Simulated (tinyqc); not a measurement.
Barrier thickness: exchange-split free-electron bands and tunnelling magnetoresistance.

Majority and minority bands E = c k^2/m -/+ Dx/2, c = hbar^2/2m0, so k_up = sqrt(m (EF + Dx/2)/c), k_dn = sqrt(m (EF - Dx/2)/c); n_s = k_s^3/(6 pi^2), D_s = m k_s/(4 pi^2 c).

Barrier: kappa = sqrt(mb phi/c), c = hbar^2/2m0. With a = k1/m, b = k2/m, w = kappa/mb, the transmission at normal incidence is T(k1, k2) = 4 a b w^2/[w^2 (a + b)^2 + (w^2 + a^2)(w^2 + b^2) sinh^2(kappa d)]. Parallel: G_P = T(up, up) + T(dn, dn); antiparallel: G_AP = 2 T(up, dn); TMR = (G_P - G_AP)/G_AP. Julliere: TMR = 2 P^2/(1 - P^2). Slonczewski factor: P_eff = P_k (w^2 - a_up a_dn)/(w^2 + a_up a_dn), P_k = (k_up - k_dn)/(k_up + k_dn).

Constants: hbar^2/2m0 = 3.80998211 eV angstrom^2.

Inputs chosen for the exercise:

| symbol | value | unit | meaning |
|---|---|---|---|
| EF | 2.84 | eV | Fermi energy above the mean band bottom |
| Dx | 3.6 | eV | exchange splitting |
| m | 1.08 | m0 | mass in the electrodes |
| phi | 1.44 | eV | barrier height above EF |
| mb | 0.72 | m0 | mass in the barrier |

Results:

| d (angstrom) | kappa d | G_P | G_AP | TMR (%) |
|---|---|---|---|---|
| 1 | 0.522 | 1.49 | 1.34 | 10.92 |
| 2 | 1.043 | 0.722 | 0.685 | 5.28 |
| 3 | 1.565 | 0.286 | 0.280 | 2.09 |
| 4 | 2.087 | 0.105 | 0.104 | 0.77 |
| 6 | 3.130 | 0.0133 | 0.0133 | 0.10 |
| 8 | 4.173 | 0.00165 | 0.00165 | 0.01 |
| 10 | 5.217 | 0.000205 | 0.000205 | 0.00 |
| 13 | 6.782 | 8.98e-06 | 8.98e-06 | 0.00 |
| 16 | 8.347 | 3.93e-07 | 3.93e-07 | 0.00 |
| 20 | 10.433 | 6.05e-09 | 6.05e-09 | 0.00 |

What can be read from this table?

For thick barriers each angstrom costs a factor exp(2 kappa) = 2.84 in both conductances, and TMR settles at 0.00 % (the interface factor, which vanishes at (kappa/mb)^2 = k_up k_dn/m^2, reduces it below the value from the polarisation of k alone); it is within 0.1 point of that from d = 6 angstrom on. At 1 angstrom it is 10.92 %, where the barrier is thin and the mismatch of k_up and k_dn starts to rule, as it does fully for d -> 0.

(tinyqc, `OMP_NUM_THREADS=1 python tinyqc.py 1650012 1650013 out.jsonl`, Intel(R) Xeon(R) Processor @ 2.30GHz, 1 thread, shared host, about 0.01 s.)
